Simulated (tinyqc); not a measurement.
Donor level screened by free carriers (Yukawa potential): sweeps and comparisons. A value that a table varies takes the place of the one given here.

Potential -(q/(eps r)) exp(-ks r), q = e^2/(4 pi eps0). In units Ry* = Ry m/eps^2 and a* = a0 eps/m the problem is [-Laplacian - 2 exp(-x r)/r] psi = E psi with x = ks a*.

Converged values use 18 functions exp(-z r), z = 1.55^i, i = -11 to 6: S = 2/A^3, H = z_i z_j S - 2/(A + x)^2, A = z_i + z_j.

Screening wave number: Debye ks^2 = 4 pi q n/(eps kB T); Thomas-Fermi ks^2 = 6 pi q n/(eps EF) with EF = c (3 pi^2 n/gv)^(2/3)/m, c = hbar^2/2m0; the two are joined by 1/ks^2 = sqrt(1/ks_D^4 + 1/ks_TF^4). 1e18/cm^3 = 1e-6/angstrom^3, q = e^2/(4 pi eps0).

Constants: e^2/(4 pi eps0) = 14.39964547 eV angstrom; kB = 8.617333262e-05 eV/K; hbar^2/2m0 = 3.80998211 eV angstrom^2; Ry = 13.60569312 eV; a0 (Bohr radius) = 0.5291772105 angstrom.

Values chosen for the exercise (near those of a donor in Ge, with one mean mass; not measured data): xs = (0.03, 0.15, 0.34, 0.42, 0.65, 0.85, 1.01) (values of x); m = 0.169 m0 (mass); eps = 16.1 (dielectric constant); gv = 4 (valleys); T = 300 K (temperature); nl = (0.00048, 0.0016, 0.0048, 0.016, 0.048, 0.16, 0.48) x 1e18/cm^3 (densities); n = 0.016 x 1e18/cm^3 (free-carrier density).

## Towards the loss of the bound state

First order (-1 + 2x), one-parameter (minimum of z^2 - 8 z^3/(2z + x)^2) and converged 1s energies in Ry*, and the mean radius in a*; a dash marks an unbound result.

Results:

| x | first order | trial function | converged | <r> |
|---|---|---|---|---|
| 0.03 | -0.9400 | -0.9413 | -0.9413 | 1.50 |
| 0.15 | -0.7000 | -0.7309 | -0.7309 | 1.53 |
| 0.34 | -0.3200 | -0.4647 | -0.4656 | 1.64 |
| 0.42 | -0.1600 | -0.3734 | -0.3753 | 1.71 |
| 0.65 | - | -0.1691 | -0.1761 | 2.07 |
| 0.85 | - | -0.0528 | -0.0674 | 2.80 |
| 1.01 | - | - | -0.0184 | 4.56 |

First order loses the state at x = 0.5, the trial function reaches zero energy at x = 1.00, and the exact limit is 1.19. The radius starts at 1.5 a*, grows slowly at first (1.64 at x = 0.34), then steadily, and swells towards the end (4.6 at 1.01), where a single exponential fails: the binding vanishes as the square of the distance from 1.19.

## Binding against carrier density

Ry* = 8.8707 meV
a* = 50.413 angstrom

x from the joined ks; converged 1s binding (dash: x above 1.17, at or past the limit 1.19 where the state unbinds).

Results:

| n (1e18/cm^3) | EF/kB T | 1/ks (angstrom) | x | binding (meV) | n^(1/3) a* |
|---|---|---|---|---|---|
| 0.00048 | 0.00 | 2189.1 | 0.023 | 8.47 | 0.039 |
| 0.0016 | 0.00 | 1199.0 | 0.042 | 8.15 | 0.059 |
| 0.0048 | 0.01 | 692.2 | 0.073 | 7.65 | 0.085 |
| 0.016 | 0.02 | 379.2 | 0.133 | 6.73 | 0.127 |
| 0.048 | 0.04 | 219.0 | 0.230 | 5.41 | 0.183 |
| 0.16 | 0.10 | 120.0 | 0.420 | 3.33 | 0.274 |
| 0.48 | 0.20 | 69.5 | 0.725 | 1.14 | 0.395 |

The binding falls from 8.5 to 1.1 meV (bare value 8.9); it passes half the bare value between 0.048 and 0.16 x 1e18/cm^3. The level is still bound in the last row. x grows with exponent 0.50 in n at the start and 0.50 at the end (1/2 for Debye, 1/6 for Thomas-Fermi screening). The level survives to n^(1/3) a* = 0.39, past the 0.26 of the Mott rule, which corresponds to x = 1 for one valley with degenerate screening; here the level lasts until x = 1.19, the screening is at most the degenerate value, and overlap of donors is left out.

## What each parameter does

Ry* = Ry m/eps^2, a* = a0 eps/m, x = ks a* with the joined ks; converged binding. Each row changes one parameter from the base and keeps the others.

Results:

| case | 1/ks (angstrom) | x | binding in Ry* | binding (meV) |
|---|---|---|---|---|
| base | 379.2 | 0.133 | 0.759 | 6.73 |
| n = 0.024 x 1e18/cm^3 | 309.6 | 0.163 | 0.711 | 6.30 |
| T = 360 K | 415.4 | 0.121 | 0.778 | 6.90 |
| m = 0.189 m0 | 379.2 | 0.119 | 0.782 | 7.76 |
| eps = 14.8 | 363.5 | 0.127 | 0.768 | 8.06 |
| gv = 5 | 379.2 | 0.133 | 0.759 | 6.73 |

The largest shifts from the base row, up to three for each result and ties (the steps differ in size, so this ranks the rows, not the parameters). 1/ks (angstrom): n -69.6, T +36.2, eps -15.6; unchanged at the printed digits by m and gv. x: n +0.030, m -0.014, T -0.012; unchanged at the printed digits by gv. binding in Ry*: n -0.048, m +0.023, T +0.019; unchanged at the printed digits by gv. binding (meV): eps +1.33, m +1.03, n -0.43; unchanged at the printed digits by gv.

Program tinyqc; command `OMP_NUM_THREADS=1 python tinyqc.py 1281221 1281222 out.jsonl`; about 0.01 s on one thread of a shared Intel(R) Xeon(R) Processor @ 2.30GHz.
